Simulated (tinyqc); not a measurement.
Worked calculation: empirical pseudopotential in a few plane waves. One step of it, computed by the program tinyqc.

Task: Levels at k. Diagonalise the Hermitian matrix.

H(k) at k (eV), lower triangle (Hermitian):
```
,+0+0+0,-1-1-1,-1-1+1,-1+1-1,-1+1+1,+1-1-1,+1-1+1,+1+1-1,+1+1+1,-2+0+0,+0-2+0,+0+0-2,+0+0+2,+0+2+0,+2+0+0
+0+0+0,1.153127
-1-1-1,2.203135-1.154481i,11.469455
-1-1+1,-2.203135-1.154481i,0.000000+0.380959i,19.654310
-1+1-1,-2.203135-1.154481i,0.000000+0.380959i,0.054423,11.639972
-1+1+1,-2.203135+1.154481i,-0.054423,0.000000+0.380959i,0.000000+0.380959i,19.824828
+1-1-1,-2.203135-1.154481i,0.000000+0.380959i,0.054423,0.054423,0.000000,8.059098
+1-1+1,-2.203135+1.154481i,-0.054423,0.000000+0.380959i,0.000000,0.054423,0.000000+0.380959i,16.243953
+1+1-1,-2.203135+1.154481i,-0.054423,0.000000,0.000000+0.380959i,0.054423,0.000000+0.380959i,0.054423,8.229616
+1+1+1,2.203135+1.154481i,0.000000,-0.054423,-0.054423,0.000000+0.380959i,-0.054423,0.000000+0.380959i,0.000000+0.380959i,16.414471
-2+0+0,0.000000-0.380959i,-2.203135+1.154481i,-2.203135-1.154481i,-2.203135-1.154481i,2.203135-1.154481i,0.615723-0.144310i,-0.615723-0.144310i,-0.615723-0.144310i,-0.615723+0.144310i,21.615265
+0-2+0,0.000000-0.380959i,-2.203135+1.154481i,-2.203135-1.154481i,0.615723-0.144310i,-0.615723-0.144310i,-2.203135-1.154481i,2.203135-1.154481i,-0.615723-0.144310i,-0.615723+0.144310i,0.054423,18.034391
+0+0-2,0.000000-0.380959i,-2.203135+1.154481i,0.615723-0.144310i,-2.203135-1.154481i,-0.615723-0.144310i,-2.203135-1.154481i,-0.615723-0.144310i,2.203135-1.154481i,-0.615723+0.144310i,0.054423,0.054423,10.020053
+0+0+2,0.000000+0.380959i,-0.615723-0.144310i,2.203135+1.154481i,-0.615723+0.144310i,-2.203135+1.154481i,-0.615723+0.144310i,-2.203135+1.154481i,0.615723+0.144310i,-2.203135-1.154481i,-0.054423,-0.054423,0.000000,26.389764
+0+2+0,0.000000+0.380959i,-0.615723-0.144310i,-0.615723+0.144310i,2.203135+1.154481i,-2.203135+1.154481i,-0.615723+0.144310i,0.615723+0.144310i,-2.203135+1.154481i,-2.203135-1.154481i,-0.054423,0.000000,-0.054423,0.054423,18.375426
+2+0+0,0.000000+0.380959i,-0.615723-0.144310i,-0.615723+0.144310i,-0.615723+0.144310i,0.615723+0.144310i,2.203135+1.154481i,-2.203135+1.154481i,-2.203135+1.154481i,-2.203135-1.154481i,0.000000,-0.054423,-0.054423,0.054423,0.054423,14.794552
```

Give: eigenvalues.

Result:

eigenvalues (eV): -3.223  5.113  7.106  7.635  11.536  12.589  14.195  14.967  16.275  18.101  19.159  21.201  23.305  24.785  29.174
